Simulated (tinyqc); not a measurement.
Froehlich polaron in a polar crystal: one step, computed by the program tinyqc.

One electron in a parabolic band of mass m*, coupled to dispersionless LO phonons in the continuum model. Energies are in units of hbar omega unless marked, wave numbers in k_0 = sqrt(2 m* omega/hbar).

Question. Second-order perturbation theory. At T = 0 and k < k_0: E(k) = (k/k_0)^2 - alpha arcsin(k/k_0)/(k/k_0); so E(0) = -alpha, 1/m_p = (1 - alpha/6)/m*, and the mean number of phonons in the cloud at k = 0 is alpha/2. The Lee-Low-Pines variational state gives the same E(0) and m_p = m* (1 + alpha/6).

Inputs (values chosen for the exercise, for a model crystal): LO phonon energy hbar omega = 13.9 meV; electron wave number k/k_0 = 0.43.

coupling constant alpha = 1.440545

Give: energy shift at k = 0; E(k); m*/m_p, second order; m_p/m*, Lee-Low-Pines; phonons in the cloud.

Answer.

energy shift at k = 0 = -20.02 meV

E(k) = -1.304 hbar omega

m*/m_p, second order = 0.7599

m_p/m*, Lee-Low-Pines = 1.240

phonons in the cloud = 0.7203
